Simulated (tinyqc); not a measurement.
Inside a calculation: WKB tunnelling through a gate dielectric with a two-band (Franz) dispersion. Values are carried at full precision from step to step, so a last printed digit may differ when a step is redone from the rounded ones.

Constants: hbar^2/2m0 = 3.80998211 eV angstrom^2.

Parameters, chosen for this exercise (of the size used for HfO2 on silicon; not measured data):

| symbol | value | unit | meaning |
|---|---|---|---|
| phi | 1.58 | eV | barrier above the electron energy at the emitter |
| t | 54 | angstrom | thickness |
| V | 2.7 | V | voltage across the layer |
| Eg | 5.89 | eV | gap of the dielectric |
| m | 0.18 | m0 | mass at the conduction edge |

## Shape of the barrier

Field V/t (1 V/angstrom = 100 MV/cm), the end of the forbidden region x_e = min(t, phi t/V), and u there.

field = 5.00 MV/cm
x_e = 31.60 angstrom
u(x_e) = 0.000 eV

V >= phi: a triangle, Fowler-Nordheim tunnelling into the conduction band of the dielectric.

## Decay constant through the layer

At depth x the conduction edge lies u(x) = phi - V x/t above the electron. Parabolic: kappa = sqrt(m u/c). Franz: kappa = sqrt(m u (1 - u/Eg)/c), which vanishes at both band edges. c = hbar^2/2m0. T = exp(-2 integral of kappa dx) over the region u > 0; no image force, no prefactor, zero transverse momentum. The region ends at x_e = min(t, phi t/V); x_e < t is the Fowler-Nordheim regime.

Nine points x = j x_e/8.

kappa (1/angstrom):

| x (angstrom) | u (eV) | parabolic | Franz |
|---|---|---|---|
| 0.000 | 1.5800 | 0.2732 | 0.2337 |
| 3.950 | 1.3825 | 0.2556 | 0.2236 |
| 7.900 | 1.1850 | 0.2366 | 0.2115 |
| 11.850 | 0.9875 | 0.2160 | 0.1971 |
| 15.800 | 0.7900 | 0.1932 | 0.1798 |
| 19.750 | 0.5925 | 0.1673 | 0.1587 |
| 23.700 | 0.3950 | 0.1366 | 0.1319 |
| 27.650 | 0.1975 | 0.0966 | 0.0950 |
| 31.600 | 0.0000 | 0.0000 | 0.0000 |

At the emitter the Franz value is 14.5 % below the parabolic one, the factor sqrt(1 - phi/Eg).

## The integrals by Simpson's rule

Weights 1, 4, 2, 4, 2, 4, 2, 4, 1 times a third of the spacing.

integral of kappa dx: parabolic 5.725, Franz 5.237

## The integrals in closed form

Parabolic: (2/3) sqrt(m/c) (t/V) (phi^(3/2) - u_e^(3/2)). Franz: sqrt(m/c) Eg^(3/2) (t/V) (f(phi/Eg) - f(u_e/Eg)) with f(y) = ((2y - 1) sqrt(y (1 - y)) + arcsin(sqrt y))/4. u_e = max(phi - V, 0). T = exp(-2 I).

integral of kappa dx: parabolic 5.7557, Franz 5.2676

T: parabolic 1.00e-05, Franz 2.66e-05

The two-band dispersion raises T by a factor 2.65.

## Checks

- Franz integral in closed form against adaptive quadrature: both 5.26764.

Computed by tinyqc, a small Python program: `OMP_NUM_THREADS=1 python tinyqc.py 1451877 1451878 out.jsonl` (the numbers bound the seed that draws the inputs); one thread of a shared host (Intel(R) Xeon(R) Processor @ 2.30GHz), about 0.01 s for the whole set of steps.
